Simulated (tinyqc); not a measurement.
Inside a calculation. Method: inverse iteration on a symmetric matrix. Computed by tinyqc, a small Python program that keeps every step. Settings: method = inverse, shift = 0.91. Command: `OMP_NUM_THREADS=1 python tinyqc.py 29380 29381 out.jsonl` (the two numbers bound the seeds that draw the settings). One thread of a shared host (Intel(R) Xeon(R) Processor @ 2.60GHz), about 0.01 s of CPU time with the checks.

## Step 1

A:
```
          1          2          3          4          5
1  0.354000   0.262000   1.250000   0.122000   0.812000
2  0.262000   2.055000   0.042000   0.154000  -0.001000
3  1.250000   0.042000   2.267000  -0.803000   0.596000
4  0.122000   0.154000  -0.803000   2.298000   0.187000
5  0.812000  -0.001000   0.596000   0.187000   2.716000
```

vector v at the start: 0.447214  0.447214  0.447214  0.447214  0.447214

shift = 0.910000

solve (A - shift) w = v; v' = w/|w| with its largest component positive (the first on a tie); lambda = v'^T A v'.

vector after step 1: 0.348641  0.324150  0.545150  0.685389  -0.080192

Rayleigh quotient after step 1 = 1.987513

## Step 2

As before.

vector after step 2: 0.325709  0.000908  0.534246  0.657550  -0.419669

Rayleigh quotient after step 2 = 1.487576

## Course of the iteration

Stop when the residual |A v - lambda v| is below 1e-9.

Steps:
```
step      lambda  residual
1     1.98751262  7.65e-01
2     1.48757632  2.97e-01
3     1.41678367  9.77e-02
4     1.40769071  3.58e-02
5     1.40632632  1.41e-02
6     1.40610262  5.75e-03
7     1.40606453  2.38e-03
8     1.40605794  9.88e-04
9     1.40605680  4.12e-04
10    1.40605660  1.72e-04
11    1.40605656  7.16e-05
12    1.40605656  2.99e-05
13    1.40605656  1.25e-05
14    1.40605656  5.21e-06
15    1.40605656  2.17e-06
16    1.40605656  9.07e-07
17    1.40605656  3.79e-07
18    1.40605656  1.58e-07
19    1.40605656  6.60e-08
20    1.40605656  2.76e-08
21    1.40605656  1.15e-08
22    1.40605656  4.81e-09
23    1.40605656  2.01e-09
24    1.40605656  8.38e-10
```

all eigenvalues, for comparison: -0.418123  1.406057  2.097919  2.793981  3.810166

Converged in 24 steps.
